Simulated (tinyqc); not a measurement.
Comparisons within one model: band edges of strained Si(1-x)Ge(x) on relaxed Si(1-y)Ge(y). A value that a table varies takes the place of the one given here.

Values are linear in the Ge fraction but for ED(x) = linear - CD x (1 - x) and a(x) = linear - Ca x (1 - x). Energies are on the common scale of Ev.

Coherent growth on a (001) face: e_par = (a(y) - a(x))/a(x), e_perp = -2 (C12/C11) e_par; exx = eyy = e_par, ezz = e_perp, no shear.

A valley with unit axis u lies at Ev + gap + (av + a_valley) tr(e) + Xu (u.e.u - tr(e)/3); the Delta axes are x, y, z and the L axes [111], [1-1-1], [-11-1], [-1-11]. The second-order shift of the Delta valleys under shear is left out; it lowers the pair normal to the sheared plane by tens of meV at a shear of 1 %.

Valence edges: Ev plus the levels of the 6 x 6 matrix of X, Y, Z times spin with -Dso/3 + l exx + m (eyy + ezz) on the diagonal (cyclic), n exy off it, l = av + 2 b, m = av - b, n = sqrt(3) d. Spin-orbit term (Dso/3) L.sigma on X, Y, Z with (L_k)_ij = -i epsilon_kij: <X+|H|Y+> = -i Dso/3, <X+|H|Z-> = Dso/3, <Y+|H|Z-> = -i Dso/3, <Z+|H|X-> = -Dso/3, <Z+|H|Y-> = i Dso/3, <X-|H|Y-> = i Dso/3, and their conjugates; + and - are the spin along z.

Coherent growth: e_par = (a(y) - a(x))/a(x). (001): e_perp = -2 (C12/C11) e_par; exx = eyy = e_par, ezz = e_perp, no shear. (111): e_perp = -(2 C11 + 4 C12 - 4 C44)/(C11 + 2 C12 + 4 C44) e_par; exx = eyy = ezz = (2 e_par + e_perp)/3 and exy = eyz = ezx = (e_perp - e_par)/3. (110): e_perp = -(C11 + 3 C12 - 2 C44)/(C11 + C12 + 2 C44) e_par; exx = eyy = (e_par + e_perp)/2, ezz = e_par, exy = (e_perp - e_par)/2, eyz = ezx = 0.

Values chosen for the exercise (end members near Si and Ge, in this order; shifted at random, so the results belong to these values and not to a real crystal):
```
symbol  value           unit      meaning
a       (5.434, 5.663)  angstrom  lattice constant
Dso     (0.044, 0.29)   eV        spin-orbit splitting
av      (2.49, 1.22)    eV        valence hydrostatic potential
b       (-2.11, -2.53)  eV        tetragonal shear potential
d       (-4.85, -5.25)  eV        trigonal shear potential
C11     (164.9, 126.8)  GPa
C12     (63.6, 48)      GPa
C44     (79.3, 67.2)    GPa
Ev      (0, 0.71)       eV        top of the unstrained valence band
ED      (1.151, 0.922)  eV        gap to the Delta valleys
EL      (1.985, 0.75)   eV        gap to the L valleys
aD      (1.65, 1.38)    eV        hydrostatic potential of the Delta gap
aL      (-2.98, -2.66)  eV        hydrostatic potential of the L gap
XuD     (8.86, 9.72)    eV        uniaxial potential, Delta
XuL     (16.16, 15.72)  eV        uniaxial potential, L
CD      0.19            eV        bowing of the Delta gap
Ca      0.027           angstrom  bowing of the lattice constant
face    001                       growth face
y       0.46                      Ge fraction of the relaxed buffer
x       0.84                      Ge fraction of the layer
```

## Composition of the layer

The buffer is kept. dEc = Ec(buffer) - Ec(layer), dEv = Ev(layer) - Ev(buffer); buffer edges Ev(y) and Ev(y) + min(ED, EL). The digit behind Delta or L counts whole valleys.

Results:
```
x     e_par (%)  lowest valleys  gap (eV)  next valleys above (meV)  valence splitting (meV)  dEc (eV)  dEv (eV)
0.00       1.82          Delta2     0.875                       285                      191     0.272    -0.148
0.14       1.28          Delta2     0.906                       203                      129     0.203    -0.111
0.29       0.69          Delta2     0.948                       111                       64     0.116    -0.066
0.43       0.12          Delta2     0.990                        20                       10     0.022    -0.013
0.57      -0.45          Delta4     0.922                        75                       34    -0.010     0.087
0.71      -1.04          Delta4     0.828                       174                       68    -0.031     0.201
0.86      -1.69          Delta4     0.733                       173                      100    -0.063     0.328
1.00      -2.30          Delta4     0.649                        75                      126    -0.101     0.451
```

What can be read from the table?

The gap is 0.875 eV in the first row and 0.649 eV in the last, with its largest listed value, 0.990 eV, at x = 0.43. The lowest valleys change: Delta2 to Delta4 between x = 0.43 and 0.57. Per 0.1 of x the valence offset moves by +60 meV on average; the conduction offset lies between -101 and +272 meV. Electrons and holes sit on opposite sides in every row (type II). Offsets below about 30 meV are within the spread of parameter sets, so those rows do not settle the type. Strains above 2 % can be kept only in layers of a few nanometres.

## Composition of the buffer

The layer is kept. dEc = Ec(buffer) - Ec(layer), dEv = Ev(layer) - Ev(buffer); buffer edges Ev(y) and Ev(y) + min(ED, EL). The digit behind Delta or L counts whole valleys.

Results:
```
y     e_par (%)  lowest valleys  gap (eV)  next valleys above (meV)  valence splitting (meV)  dEc (eV)  dEv (eV)
0.29      -2.27          Delta4     0.667                       259                      114    -0.070     0.449
0.39      -1.88          Delta4     0.712                       217                      105    -0.064     0.368
0.49      -1.48          Delta4     0.760                       174                       91    -0.055     0.287
0.59      -1.07          Delta4     0.808                       129                       73    -0.043     0.205
0.70      -0.61          Delta4     0.862                        80                       47    -0.026     0.115
0.80      -0.18          Delta4     0.913                        30                       15    -0.008     0.033
0.90       0.27          Delta2     0.895                        31                       24     0.003    -0.025
1.00       0.72          Delta2     0.827                        58                       69    -0.014    -0.063
```

What does this show, and why?

The gap is 0.667 eV in the first row and 0.827 eV in the last, with its largest listed value, 0.913 eV, at y = 0.80: it peaks near the match y = x, since strain of either sign narrows it. The lowest valleys change: Delta4 to Delta2 between y = 0.80 and 0.90. Per 0.1 of y the valence offset moves by -72 meV on average; the conduction offset lies between -70 and +3 meV, not monotonically. Both carriers sit on one side for y = 1.00, and on opposite sides elsewhere. Offsets below about 30 meV are within the spread of parameter sets, so those rows do not settle the type. Strains above 2 % can be kept only in layers of a few nanometres.

## The same layer on three faces

dEc = Ec(buffer) - Ec(layer), dEv = Ev(layer) - Ev(buffer); buffer edges Ev(y) and Ev(y) + min(ED, EL). The digit behind Delta or L counts whole valleys.

Results:
```
face   e_par (%)  lowest valleys  gap (eV)  next valleys above (meV)  valence splitting (meV)  dEc (eV)  dEv (eV)  Delta spread (meV)  L spread (meV)
(001)      -1.60          Delta4     0.745                       187                       96    -0.058     0.311                 270               0
(111)      -1.60          Delta6     0.830                        45                       93    -0.130     0.299                   0             309
(110)      -1.60          Delta2     0.756                        69                       95    -0.060     0.302                 112             245
```

What does this show?

On (001) only the Delta valleys split (270 meV), on (111) only the L valleys (309 meV), on (110) both (112 and 245 meV). The lowest valleys are Delta4 on (001), Delta6 on (111) and Delta2 on (110); the smallest gap is 0.745 eV on (001) and the largest 0.830 eV on (111).

## What each parameter does

dEc = Ec(buffer) - Ec(layer), dEv = Ev(layer) - Ev(buffer); buffer edges Ev(y) and Ev(y) + min(ED, EL). Each row changes one parameter from the base and keeps the others.

Results:
```
case                      gap (eV)  valence splitting (meV)  dEc (eV)  dEv (eV)
base                        0.7453                     95.9   -0.0578    0.3110
x = 0.87                    0.7268                    101.8   -0.0651    0.3368
y = 0.49                    0.7595                     91.5   -0.0548    0.2866
CD = 0.24 eV                0.7386                     95.9   -0.0635    0.3110
Dso = (0.051, 0.333) eV     0.7453                    101.2   -0.0578    0.3110
av = (2.864, 1.403) eV      0.7453                     95.9   -0.0536    0.3067
d = (-5.577, -6.038) eV     0.7453                     95.9   -0.0578    0.3110
aD = (1.897, 1.587) eV      0.7411                     95.9   -0.0536    0.3110
aL = (-3.427, -3.059) eV    0.7453                     95.9   -0.0578    0.3110
```

What can be read from the table?

The largest shifts from the base row, up to three for each result and ties (the steps differ in size, so this ranks the rows, not the parameters). gap (eV): x -0.0185, y +0.0142, CD -0.0067; unchanged at the printed digits by Dso, av, d and aL. valence splitting (meV): x +5.9, Dso +5.4, y -4.4; unchanged at the printed digits by CD, av, d, aD and aL. dEc (eV): x -0.0073, CD -0.0057, av +0.0042, aD +0.0042; unchanged at the printed digits by Dso, d and aL. dEv (eV): x +0.0258, y -0.0244, av -0.0042; unchanged at the printed digits by CD, Dso, d, aD and aL. The lowest valleys of the layer are Delta4, so among the conduction-band potentials only those of that family reach the gap and dEc; the buffer is unstrained. A shift large enough to swap the lowest family would change that.

(tinyqc, `OMP_NUM_THREADS=1 python tinyqc.py 1081099 1081100 out.jsonl`, Intel(R) Xeon(R) Processor @ 2.30GHz, 1 thread, shared host, about 0.01 s.)
